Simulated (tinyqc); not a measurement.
Vacuum evaporation: vapour pressure, source flux, thickness distribution, purity and step coverage: one step, computed by the program tinyqc. Command: `OMP_NUM_THREADS=1 python tinyqc.py 3112870 3112871 out.jsonl evap walk`. One thread of a shared host (Intel(R) Xeon(R) Processor @ 2.30GHz), about 0.01 s of CPU time with the checks.

Molecular flow, unit sticking of the metal, no re-evaporation. The background gas is taken as water vapour (18.015 g/mol, collision diameter 0.37 nm) at 300 K.

Question. Vapour pressure and flux. log10(p_v/Pa) = A - B/T; flux from the surface Phi = p_v/sqrt(2 pi m k_B T), m = M u. Mass loss = Phi x area x m; heat of evaporation = ln(10) R B; d ln Phi/dT = ln(10) B/T^2 - 1/(2 T).

Inputs (values chosen for the exercise, modelled on titanium, with constants for the liquid): molar mass M = 47.87 g/mol; vapour-pressure constant A = 11.37; vapour-pressure constant B = 22690 K; source temperature T = 2030 K; source area = 0.35 cm^2.

Constants: u = 1.6605390666e-27 kg; k_B = 1.380649e-23 J/K; R = 8.314462618 J/(mol K).

Give: vapour pressure p_v; flux Phi; mass loss; heat of evaporation; change of flux per kelvin.

Answer.

vapour pressure p_v = 1.5583 Pa

flux Phi = 1.3171e+18 1/(cm^2 s)

mass loss = 0.13192 g/h

heat of evaporation = 434.39 kJ/mol

change of flux per kelvin = 1.2432 %/K

Holding the rate to 1 % needs the temperature to about 0.80 K.
